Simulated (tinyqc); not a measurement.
Inside a calculation. Model: random telegraph noise from one oxide trap in a small MOSFET.

Computed by the program tinyqc: `OMP_NUM_THREADS=1 python tinyqc.py 2710036 2710037 out.jsonl`, one thread of a shared Intel Xeon 2.30GHz, about 0.01 s for the whole run. Printed values are rounded.

An acceptor-like trap exchanges electrons with the channel. Inversion charge Q = Cox u, u = n Vt W0(exp((Vg - VT)/(n Vt))), W0 the Lambert function, n = nf, Cox = eps0 eox/tox; linear regime Id = (W/L) mu Q Vd. Relative to threshold the surface potential rises by Vt ln(u/u0) and the oxide voltage by the rest of Vg - VT, with u0 = n Vt W0(1).

Parameters, values chosen for the exercise; values of the order met in silicon transistors:
- T = 300 K (temperature)
- eox = 7.67 (relative permittivity of the gate insulator (close to silicon nitride))
- tox = 2.4 nm (insulator thickness)
- xt = 0.32 nm (depth of the trap from the channel interface)
- E0 = -0.03 eV (trap level above the channel Fermi level at threshold)
- s0 = 8e-17 cm^2 (capture prefactor)
- EB = 0.4 eV (capture barrier (lattice relaxation))
- lt = 0.13 nm (tunnelling decay length)
- vth = 2.1e7 cm/s (thermal velocity)
- zi = 2.6 nm (thickness of the inversion layer)
- VT = 0.49 V (threshold voltage)
- nf = 1.13 (body factor)
- W = 25 nm (gate width)
- L = 160 nm (gate length)
- mu = 250 cm^2/(V s) (mobility)
- asc = 2.5e-16 V s (scattering coefficient of the charged trap)
- Vd = 0.02 V (drain voltage)
- Vg = 0.39 V (gate voltage)

Constants: q = 1.602176634e-19 C, kB = 1.380649e-23 J/K, Vt = kB T/q, eps0 = 8.8541878128e-14 F/cm where lengths are in cm. Results are converted to the units shown.

Range of the model: With fewer than ten electrons in the channel, current percolates around random dopants and traps, and real steps can be several times larger than this uniform estimate. VT is taken as given; short-channel effects and the uneven flow of current among few electrons are left out.

## Trap level, time constants and occupancy

N = Cox u/q; dpsi = Vt ln(u/u0); E = E0 - dpsi - (xt/tox)(Vg - VT - dpsi); capture time tc = 1/[(N/zi) vth s0 exp(-xt/lt - EB/Vt)]; emission time te = tc exp(-E/Vt); occupancy te/(tc + te).

u = 9.229769e-4 V
N = 1.630096e10 cm^-2
dpsi = -0.07465058 V
E = 0.04803050 eV
tc = 0.5836972 s
te = 0.09105644 s
occupancy = 0.1349477

The trap lies 1.9 Vt above the Fermi level, so it is empty most of the time.

## Step height

A = W L; threshold step dV = q (1 - xt/tox)/(Cox A); gm/Id = 1/(u + n Vt); relative step dI/I = (gm/Id) dV + asc mu/A. Id as defined.

electrons in the channel N A = 0.6520386
dV = 1.226788 mV
gm/Id = 33.18319 1/V
number part of dI/I = 4.070876 %
dI/I = 4.227126 %
Id = 0.002040392 uA
dI = 0.08624995 nA

## Lorentzian spectrum

Spectrum S(f) = 4 dI^2/{(tc + te)[(1/tc + 1/te)^2 + (2 pi f)^2]}; corner fc = (1/tc + 1/te)/(2 pi); variance dI^2 tc te/(tc + te)^2. Give S at f = 0, at fc and at 10 fc.

fc = 2.020538 Hz
S(0) = 2.736141e-22 A^2/Hz
S(fc) = 1.368071e-22 A^2/Hz
S(10 fc) = 2.709051e-24 A^2/Hz
rms current = 0.02946882 nA

The rms value is 0.342 of the step; it reaches its largest share, 1/2, when tc = te.
